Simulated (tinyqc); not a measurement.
## Mass and degeneracy from charge and saturation current

Problem. At high drain voltage only states moving towards the drain are filled: I = gv (2 q^2/h) Vt ln(1 + exp eta) and n = (N0/2) F_(-1/2)(eta), N0 = gv sqrt(2 m kB T/pi)/hbar, F_(-1/2)(x) = (1/sqrt(pi)) int_0^infinity u^(-1/2)/(1 + exp(u - x)) du. Find eta and m.

Inputs (values chosen for the exercise):

| symbol | value | unit | meaning |
|---|---|---|---|
| T | 300 | K | temperature |
| gv | 4 |  | valley degeneracy |

Constants: q = 1.602176634e-19 C, kB = 1.380649e-23 J/K, hbar = 1.054571817e-34 J s, h = 6.62607015e-34 J s, m0 = 9.1093837015e-31 kg, Vt = kB T/q. Results are converted to the units shown.

n = 1.8543588e6 cm^-1
I = 5.2011598 uA

Solution. In one dimension the current holds no mass, so it gives eta directly; n then gives m.

eta = -0.0900
m = 0.122 m0

Computed by the program tinyqc: `OMP_NUM_THREADS=1 python tinyqc.py 2400080 2400081 out.jsonl`, one thread of a shared Intel Xeon 2.30GHz, about 0.04 s for the whole run.
